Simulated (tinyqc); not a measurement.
Nanowire ballistic transistor, top-of-the-barrier model: one step of the calculation.

At the top of the source barrier, states moving towards the drain are filled by the source (Fermi level 0) and states moving back by the drain (Fermi level -q Vd); nothing scatters. U is the shift of the band edge there, set by the capacitances CG, CD and CS (the total) and by the charge. Parabolic one-dimensional subband; the source is grounded.

Task. Current, mean velocity and share of the gate voltage. N0 = gv sqrt(2 m kB T/pi)/hbar, CG = 2 pi eps0 eox/ln(1 + 2 tox/d), CS = CG/aG, n0 = n at U = 0 and Vd = 0. eta1 = -(E0 + U)/Vt, eta2 = eta1 - Vd/Vt, n = (N0/2)[F_(-1/2)(eta1) + F_(-1/2)(eta2)], F_(-1/2)(x) = (1/sqrt(pi)) int_0^infinity u^(-1/2)/(1 + exp(u - x)) du. I = gv (2 q^2/h) Vt [ln(1 + exp eta1) - ln(1 + exp eta2)]. Mean velocity I/(q n). CQ = (q/Vt) dn/d(eta1); the band edge follows the gate as -dU/dVg = aG/(1 + CQ/CS).

Parameters, values chosen for the exercise; mass and valleys close to those of germanium: temperature T = 300 K; effective mass m = 0.116 m0; valley degeneracy gv = 4; relative permittivity of the gate insulator eox = 3.9; insulator thickness tox = 2.4 nm; wire diameter d = 8 nm; gate control CG/CS aG = 0.94; band edge at the barrier top above the source Fermi level at zero bias E0 = 0.2 eV; drain voltage Vd = 0.2 V.

Constants: q = 1.602176634e-19 C, kB = 1.380649e-23 J/K, hbar = 1.054571817e-34 J s, h = 6.62607015e-34 J s, m0 = 9.1093837015e-31 kg, Vt = kB T/q, eps0 = 8.8541878128e-14 F/cm where lengths are in cm. Results are converted to the units shown.

converged U = -0.36031217 eV

Find: eta1; n; I; mean velocity; CQ; -dU/dVg.

Result.

eta1 = 6.2012
n = 9.3787e6 cm^-1
I = 48.138 uA
mean velocity = 3.2035e7 cm/s
CQ = 7.8460 pF/cm
-dU/dVg = 0.36186 eV/V

The carriers from the source are degenerate (eta1 = 6.20), and the mean velocity is 2.03 times vT = sqrt(2 kB T/(pi m)) = 1.58e7 cm/s.

tinyqc, about 0.04 s, one thread, Intel Xeon 2.30GHz (shared host): `OMP_NUM_THREADS=1 python tinyqc.py 2400066 2400067 out.jsonl`
